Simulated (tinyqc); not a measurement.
Electron continuity equation in a given potential, Scharfetter-Gummel discretisation: one step of the calculation.

Steady state in one dimension: J = q mu n E + q D dn/dx with E = -dpsi/dx and D = mu Vt, dJ/dx = 0, fixed densities nL and nR at the ends. The potential is given, psi = U x/L, and is not changed by the electrons.

Problem. Densities and current. B(d_i) and B(-d_i) are the Bernoulli factors of the potential steps, b and f the diagonal and right side. Solve B(-d_(i-1)) n_(i-1) + b_i n_i + B(d_i) n_(i+1) = f_i (end values already in f), then J_i = (q D/h) [n_(i+1) B(d_i) - n_i B(-d_i)], h = L/11, D = mu Vt.

Inputs (values chosen for the exercise); mobility that of a made-up semiconductor:
```
symbol   value        unit               meaning
T          300           K           temperature
mu        4930  cm^2/(V s)     electron mobility
L          2.2          um  length of the region
nL      6.3e14       cm^-3      density at x = 0
nR           0       cm^-3      density at x = L
```

Constants: q = 1.602176634e-19 C, kB = 1.380649e-23 J/K, Vt = kB T/q. Results are converted to the units shown.

```
interval      B(d_i)    B(-d_i)
0         0.23516052  2.6615598
1         0.23516052  2.6615598
2         0.23516052  2.6615598
3         0.23516052  2.6615598
4         0.23516052  2.6615598
5         0.23516052  2.6615598
6         0.23516052  2.6615598
7         0.23516052  2.6615598
8         0.23516052  2.6615598
9         0.23516052  2.6615598
10        0.23516052  2.6615598
```

```
node  diagonal b  right side f (cm^-3)
1     -2.8967203         -1.6767827e15
2     -2.8967203                     0
3     -2.8967203                     0
4     -2.8967203                     0
5     -2.8967203                     0
6     -2.8967203                     0
7     -2.8967203                     0
8     -2.8967203                     0
9     -2.8967203                     0
10    -2.8967203                     0
```

Give: n; J.

Solution.

n, node 0 to 11 (cm^-3): 6.300e14  6.300e14  6.300e14  6.300e14  6.300e14  6.300e14  6.300e14  6.300e14  6.296e14  6.251e14  5.743e14  0
J, interval 0 to 10 (in units of 1e3 A/cm^2): -1.561  -1.561  -1.561  -1.561  -1.561  -1.561  -1.561  -1.561  -1.561  -1.561  -1.561

Range of the model: The drift velocity mu E exceeds 1e7 cm/s somewhere, where real mobilities no longer stay constant.

Computed by the program tinyqc: `OMP_NUM_THREADS=1 python tinyqc.py 2220012 2220013 out.jsonl`, one thread of a shared Intel Xeon 2.30GHz, about 0.01 s for the whole run.
